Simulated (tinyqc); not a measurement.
## Schottky barrier on an n-type semiconductor with a surface-enhanced doping, non-linear Poisson equation by Newton steps: Capacitance-voltage profiling

One dimension, metal at x = 0, donor density C(x) = Nd + N0 exp(-x/Ls). Energies are counted from the electron Fermi level of the semiconductor and the conduction-band edge is Ec = -psi, so n = Nc exp(psi/Vt); holes follow the Fermi level of the metal, at -V, so p = Nv exp((V - psi - Eg)/Vt). Ends: psi(0) = V - phiB and psi = Vt ln(Nd/Nc) deep inside. Boltzmann statistics, full ionisation, no current, no image force in the Poisson equation.

The Poisson equation d/dx(eps0 eps_r dpsi/dx) = -q (p - n + C) is solved on a mesh of about 1000 nodes or more that ends in neutral material. C_s = q d/dV of the integral of n over x, from the linearised equation. Probed depth w = eps0 eps_r/C_s; apparent doping N_app = C_s^3/(q eps0 eps_r dC_s/dV), the derivative by central differences over +/- 0.02 V.

Inputs (values chosen for the exercise); band and dielectric values close to those of silicon: temperature T = 293 K; band gap Eg = 1.1 eV; relative permittivity eps_r = 11.9; conduction-band density of states at T Nc = 2.66e19 cm^-3; valence-band density of states at T Nv = 2.54e19 cm^-3; donor density deep in the semiconductor Nd = 1.2e18 cm^-3; barrier height phiB = 0.74 eV; extra donor density at the surface N0 = 7.2e18 cm^-3; decay length Ls = 21 nm.

Constants: q = 1.602176634e-19 C, kB = 1.380649e-23 J/K, Vt = kB T/q, eps0 = 8.8541878128e-14 F/cm where lengths are in cm. Results are converted to the units shown.

Result of one run:
```
C_s (nF/cm^2)  w (nm)  N_app (cm^-3)  true C(w) (cm^-3)  |E_0| (kV/cm)
871              12.1        5.25e18            5.25e18         1.22e3
```

Which bias of the metal against the semiconductor V gave this result: 0, -1.6, -2.4, -3.2 or -6.4 V?

V = 0 V.

The whole series:
```
V (V)  C_s (nF/cm^2)  w (nm)  N_app (cm^-3)  true C(w) (cm^-3)  |E_0| (kV/cm)
0                871    12.1        5.25e18            5.25e18         1.22e3
-0.8             543    19.4        4.07e18            4.06e18         1.73e3
-1.6             409    25.8        3.32e18            3.31e18         2.09e3
-2.4             331    31.8        2.79e18            2.78e18         2.37e3
-3.2             280    37.6        2.41e18            2.40e18         2.60e3
-4               243    43.4        2.12e18            2.11e18         2.79e3
-4.8             215    49.1        1.90e18            1.90e18         2.97e3
-5.6             193    54.7        1.74e18            1.73e18         3.12e3
-6.4             175    60.1        1.62e18            1.61e18         3.26e3
-7.2             161    65.5        1.52e18            1.52e18         3.39e3
-8               149    70.7        1.45e18            1.45e18         3.51e3
```

C_s falls from 871 to 149 nF/cm^2 while the probed depth goes from 12.1 to 70.7 nm. The apparent doping falls from 5.25e18 to 1.45e18 cm^-3. It departs most from the true doping at that depth for V = -4.8 V, where it is 0.46 % above it; so the doping is read well over the depths probed. In every row the field at the metal is high enough for tunnelling or breakdown, which would limit the profiling.

Computed by the program tinyqc: `OMP_NUM_THREADS=1 python tinyqc.py 2020019 2020020 out.jsonl`, one thread of a shared Intel Xeon 2.30GHz, about 0.1 s for the whole run.
